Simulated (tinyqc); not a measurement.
# Convergence with the basis

Model: shallow acceptor in the spherical model (Baldereschi-Lipari), strong spin-orbit limit. Computed by tinyqc, a small Python program. Command: `OMP_NUM_THREADS=1 python tinyqc.py 3025308 3025309 out.jsonl acceptor sweep`. One thread of a shared host (Intel(R) Xeon(R) Processor @ 2.30GHz), about 0.02 s of CPU time with the checks.

The 1S(3/2) state has an s envelope f(r) and a d envelope g(r). In effective units they obey -(f'' + 2f'/r + 2f/r) + mu (g'' + 5g'/r + 3g/r^2) = E f and -(g'' + 2g'/r - 6g/r^2 + 2g/r) + mu (f'' - f'/r) = E g. The cubic term, the split-off band and the central cell are left out.

Inputs (values chosen for the exercise, modelled on silicon):
```
quantity,value,unit
Luttinger gamma_1,4.34,-
Luttinger gamma_2,0.326,-
Luttinger gamma_3,1.46,-
dielectric constant eps,11.7,-
spin-orbit gap Delta_so,45.1,meV
smallest exponent zeta_1,0.85,1/a*
ratio beta of exponents,2.1,-
```

Constants: Ry = 13.605693123 eV; a_0 = 0.529177210903 angstrom.

Method:
- Ry* = Ry/(gamma_1 eps^2), a* = a_0 eps gamma_1, mu = (6 gamma_3 + 4 gamma_2)/(5 gamma_1), delta = (gamma_3 - gamma_2)/gamma_1; spherical masses 1/(gamma_1 (1 - mu)) (heavy) and 1/(gamma_1 (1 + mu)) (light).
- zeta_i = zeta_1 beta^(i-1), i = 1..n, in both channels.
- Basis: f_i = exp(-zeta_i r), g_i = r exp(-zeta_i r), weight r^2 dr, s = zeta_i + zeta_j. S_ff = 2/s^3, H_ff = zeta_i zeta_j S_ff - 2/s^2; S_gg = 24/s^5, H_gg = 8/s^3 + 24 zeta_i zeta_j/s^5 - 12/s^4; H(f_i, g_j) = mu (6 zeta_i^2/s^4 + 2 zeta_i/s^3); S_fg = 0. Each function is normalised by sqrt(S_ii).
- H c = E S c with c^T S c = 1 and the largest component positive; the d weight is the part of the norm in g.
- Large basis: zeta_i = 0.08 x 1.55^(i-1), i = 1..20 in each channel; overlap eigenvalues below 1e-11 are dropped.
- Binding energies are -E Ry*; the mass that fits is E(1S) eps^2/Ry.

One run for each value:
```
functions per channel n,E (Ry*),d weight,1S(3/2) binding in Ry*
1,-1.0984,0.058842,1.2456
2,-1.2321,0.089400,1.2456
3,-1.2402,0.092443,1.2456
4,-1.2415,0.092908,1.2456
5,-1.2419,0.093039,1.2456
6,-1.2420,0.093082,1.2456
```

What does the table show, and why?

Over the rows, E (Ry*) falls from -1.10 to -1.24 (exponent d ln y / d ln x 0.17 between the first rows and 5.9e-4 between the last); d weight rises from 0.0588 to 0.0931 (exponent d ln y / d ln x 0.60 between the first rows and 0.0025 between the last); 1S(3/2) binding in Ry* does not change. The error against the large basis falls from 12 % to 0.28 %; every E lies above the converged level, as a variational bound must.

Caution (all rows): gamma_3 and gamma_2 differ by more than 0.17 gamma_1: band warping, left out here, adds several per cent to the binding. Caution (all rows): the binding exceeds a fifth of the spin-orbit gap Delta_so, so the split-off band, left out, matters.

Extremes, crossings and ranges named in words are read from the listed rows.
